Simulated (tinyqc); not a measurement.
## Film thickness from the threshold shift

Question. Undoped body with a flat potential across it, hard walls, transport along x. Three valley pairs (g = 2 each) with the longitudinal mass along x, y or z. Non-parabolicity enters the subband edges through E (1 + al E) = gamma, so E = 2 gamma/(1 + sqrt(1 + 4 al gamma)); motion within a subband is taken as parabolic with the band-edge mass. Energies are counted from the bulk band edge. gamma = C (pi k/(t + dl))^2/mz, C = hbar^2/(2 m0). Each subband has N_k = g sqrt(mx my) m0 kB T/(pi hbar^2); without degeneracy n = exp(EF/Vt) sum N_k exp(-E_k/Vt). Classical value Nc times t, Nc = sum over valleys of 2 g (m m0 kB T/(2 pi hbar^2))^1.5 with m = (mx my mz)^(1/3). Threshold shift dVT = Vt ln(classical value/sum N_k exp(-E_k/Vt)). Find t and the lowest subband edge.

Values chosen for this exercise; masses close to those of silicon:

| symbol | value | unit | meaning |
|---|---|---|---|
| T | 200 | K | temperature |
| ml | 0.913 | m0 | longitudinal mass |
| mt | 0.192 | m0 | transverse mass |
| al | 0 | 1/eV | non-parabolicity |
| dl | 0.3 | nm | widening of the box by penetration into the insulator |

Constants: q = 1.602176634e-19 C, kB = 1.380649e-23 J/K, hbar = 1.054571817e-34 J s, m0 = 9.1093837015e-31 kg, Vt = kB T/q, hbar^2/(2 m0) = 0.0380998212 eV nm^2. Results are converted to the units shown.

dVT = 11.333218 mV

Solution. dVT is evaluated for trial values of t with all subbands; between 1.5 and 25 nm one value matches.

t = 9.60 nm
E_1 = 4.20 meV

Computed by the program tinyqc: `OMP_NUM_THREADS=1 python tinyqc.py 2350093 2350094 out.jsonl`, one thread of a shared Intel Xeon 2.30GHz, about 0.1 s for the whole run.
